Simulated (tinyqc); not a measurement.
Undoped symmetric double-gate MOSFET, analytic potential model: one step of the calculation.

An undoped body of thickness ts between two equal insulators and tied gates; long channel, electrons only, n = ni exp((psi - V)/Vt) with V the quasi-Fermi potential (0 at the source, Vd at the drain), constant mobility, no quantisation. Across the body psi(x) = V - 2 Vt ln[(ts/(2 beta)) sqrt(q ni/(2 eps0 eps_r Vt)) cos(2 beta x/ts)], x from the centre. Q is the electron charge per area of the whole body.

Problem. Potential and electron density across the body at the source. psi(x) as above with V = 0 and beta = beta_s; n = ni exp(psi/Vt).

Inputs (values chosen for the exercise); material values those of a made-up semiconductor: temperature T = 400 K; relative permittivity of the semiconductor eps_r = 13.8; body thickness ts = 25 nm.

Constants: q = 1.602176634e-19 C, kB = 1.380649e-23 J/K, Vt = kB T/q, eps0 = 8.8541878128e-14 F/cm where lengths are in cm. Results are converted to the units shown.

x/ts, point 0 to 6: 0  0.1  0.2  0.3  0.4  0.45  0.5
beta_s = 0.71753729
ni = 6.8556884e15 cm^-3

Give: psi; n.

Solution.

```
point  psi (V)  n (cm^-3)
0      0.11132  1.7324e17
1      0.11203  1.7686e17
2      0.11420  1.8833e17
3      0.11792  2.0978e17
4      0.12336  2.4569e17
5      0.12682  2.7162e17
6      0.13084  3.0519e17
```

The density at the surface is 1.76 times that at the centre (1/cos^2 beta).

Program tinyqc, `OMP_NUM_THREADS=1 python tinyqc.py 2440039 2440040 out.jsonl`; Intel Xeon 2.30GHz, shared host, one thread, about 0.01 s.
